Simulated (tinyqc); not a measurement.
Planar ballistic transistor, top-of-the-barrier model: one step of the calculation.

At the top of the source barrier, states moving towards the drain are filled by the source (Fermi level 0) and states moving back by the drain (Fermi level -q Vd); nothing scatters. U is the shift of the band edge there, set by the capacitances CG, CD and CS (the total) and by the charge. Parabolic two-dimensional band; the source is grounded.

Problem. Self-consistent potential at the barrier top. eta1 = -(E0 + U)/Vt, eta2 = eta1 - Vd/Vt, n = (N0/2)[F_0(eta1) + F_0(eta2)], F_0(x) = ln(1 + exp x). U(out) = UL + q (n - n0)/CS. U(new) = U(out).

Parameters, values chosen for the exercise; mass and valleys made up:

| symbol | value | unit | meaning |
|---|---|---|---|
| T | 300 | K | temperature |
| E0 | 0.31 | eV | band edge at the barrier top above the source Fermi level at zero bias |
| Vd | 0.2 | V | drain voltage |

Constants: q = 1.602176634e-19 C, kB = 1.380649e-23 J/K, Vt = kB T/q. Results are converted to the units shown.

U after iteration 1 = -0.40618049 eV
N0 = 3.0021759e11 cm^-2
CS = 4.7096744 uF/cm^2
n0 = 1.8606470e6 cm^-2
UL = -0.4302 eV

Wanted: eta1; eta2; n; U(out); U after iteration 2.

Solution.

eta1 = 3.7204
eta2 = -4.0159
n = 5.6474e11 cm^-2
U(out) = -0.41099 eV
U after iteration 2 = -0.41099 eV

Program tinyqc, `OMP_NUM_THREADS=1 python tinyqc.py 2400002 2400003 out.jsonl`; Intel Xeon 2.30GHz, shared host, one thread, about 0.01 s.
